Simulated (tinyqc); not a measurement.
Inside a calculation. Model: kinetics of strain relaxation and threading dislocations in mismatched semiconductor layers. Computed by tinyqc, a small Python program that keeps every step. Command: `OMP_NUM_THREADS=1 python tinyqc.py 3001714 3001715 out.jsonl threading walk`. One thread of a shared host (Intel(R) Xeon(R) Processor @ 2.30GHz), about 0.01 s of CPU time with the checks. Intermediate numbers are printed to about 6 digits and carried at full precision; extremes and crossings named in words are read from the listed rows.

60-degree dislocations on {111} planes of a (001) layer, isotropic elasticity. The Schmid factor is 1/sqrt(6), and a misfit segment relieves strain with b/2.

Inputs (values chosen for the exercise, modelled on Ge on Si): misfit f = 0.0424; shear modulus G = 58.1 GPa; Poisson ratio nu = 0.26; Burgers vector b = 4 angstrom; glide activation energy Q = 1.65 eV; velocity prefactor v0 = 27000 m/s per MPa; layer thickness h = 11 nm; anneal temperature T = 709 K; anneal time t = 910 s; initial thread density rho_0 = 310000 1/cm^2; multiplication constant delta = 3100 1/m; grading rate (misfit per thickness) R_f = 0.0033 1/micrometre; growth temperature of the buffer T_g = 736 K; growth rate R_g = 0.16 nm/s; reaction radius r_A = 33 nm; final thickness of a thick uniform layer H = 0.79 micrometre; aspect ratio of a trench = 1.2.

Sources: fixed density of threads.

Constants: k_B = 8.617333262e-05 eV/K.

## Excess stress and glide velocity at the start

Excess resolved stress tau = (1/sqrt 6) [2 G (1 + nu)/(1 - nu)] (e - e_eq), e_eq = b (1 - nu/4) [ln(h/b) + 1]/(4 pi (1 + nu) h), the Matthews-Blakeslee strain of an uncapped layer; glide velocity v = v0 tau exp(-Q/(k_B T)), tau in MPa.

equilibrium strain e_eq = 0.00926397

excess stress tau = 2676.52 MPa

mobility v/tau = 5.04294e-08 m/s per MPa

initial velocity = 134.975 micrometre/s

The layer carries 4.6 times its equilibrium strain. In the anneal time a thread would run 120000 micrometre at this speed. Caution: at stresses above about 1 GPa the linear velocity law understates glide, as stress lowers the kink barrier. Caution: at such misfit the layer islands and relaxes during the first nanometres, so a uniform strained start is an idealisation.

## Relaxation in the anneal

Threads run in two directions, so de/dt = -(b/4) rho v, with rho fixed. With x = e - e_eq, x0 = f - e_eq (fully strained at t = 0) and v = m S x (m the mobility, S x = tau): x = x0 exp(-t/t_r), t_r = 4/(b rho_0 m S). The half time is that at which x = x0/2.

strain left e = 0.0197655

share of the excess strain relieved = 68.3077 %

thread density = 310000 1/cm^2

half time = 548.922 s

Relaxation is under way. The misfit lines laid down are 0.0088 micrometre apart. Caution: blocking of threads by crossing misfit lines, left out here, leaves real layers with more strain.

## Anneal temperature

The formulas are those given above.

After the time t:
```
T (K)  first velocity (micrometre/s)  relieved (%)  threads (1/cm^2)  half time (s)
596                      8.06357e-01        0.6841            310000    9.18833e+04
619                      2.66044e+00        2.2395            310000    2.78491e+04
647                      1.01468e+01        8.2758            310000    7.30186e+03
669                      2.68527e+01       20.4359            310000    2.75916e+03
696                      8.15049e+01       50.0368            310000    9.09035e+02
714                      1.63075e+02       75.0506            310000    4.54336e+02
739                      4.04003e+02       96.7917            310000    1.83392e+02
781                      1.62748e+03       99.9999            310000    4.55249e+01
```

The half time follows exp(Q/(k_B T)), a decade for each 58 K near 696 K. Relief goes from 20 % at 669 K to 75.1 % at 714 K: with a fixed density the onset is gradual, and more threads relax the layer sooner. Caution: rows with more than 50 % relieved leave out blocking by crossing misfit lines, which slows real layers.

## Graded buffer

In steady grading, strain is fed at R_f R_g and relieved at (b/4) rho v. As a glide-limited estimate, the driving stress is taken as the mean stress of the strained top zone, whose depth z solves R_f z/2 = e_eq(z), with strain R_f z at the surface; tau_g = S R_f z/2 is its mean; then rho = 4 R_f R_g/(b m tau_g), m = v0 exp(-Q/(k_B T_g)), S = (1/sqrt 6) 2 G (1 + nu)/(1 - nu), e_eq(z) = b (1 - nu/4) [ln(z/b) + 1]/(4 pi (1 + nu) z).

depth z of the strained zone = 332.502 nm

stress tau_g = 44.3147 MPa

thread density of the buffer = 87727.9 1/cm^2

buffer thickness f/R_f = 12.8485 micrometre

Raising T_g by 50 K would lower this density by a factor 5.2: fast glide lets few threads do the work. Caution: real buffers seldom go below 1e5 /cm^2, as pile-ups and nucleation take over; this value is a lower bound.

## Thick uniform layer and trapping in a trench

A separate case, a thick relaxed layer. Pair reactions during growth: d rho/dh = -K rho^2 with K = 2 r_A tan(psi) and threads inclined by psi = 45 degrees (the <110> lines of {111} planes), so rho = 1/(K H) for a layer that starts with far more threads than that, as highly mismatched layers do. In a trench along [110] a thread on {111} rises at 54.74 degrees across the width, and leaves through the wall below the height w tan(54.74 degrees) = sqrt(2) w; the share of threads, evenly spread over the floor, that reach the top is max(0, 1 - a/sqrt 2) for the aspect ratio a.

thread density at H = 1.91791e+09 1/cm^2

share that reaches the top = 0.151472

The trench is too shallow to trap all. Thickness alone needs 1500 micrometre for 1e6 /cm^2.

Checks made by the program: strain against numerical integration (relative difference below 1e-10).
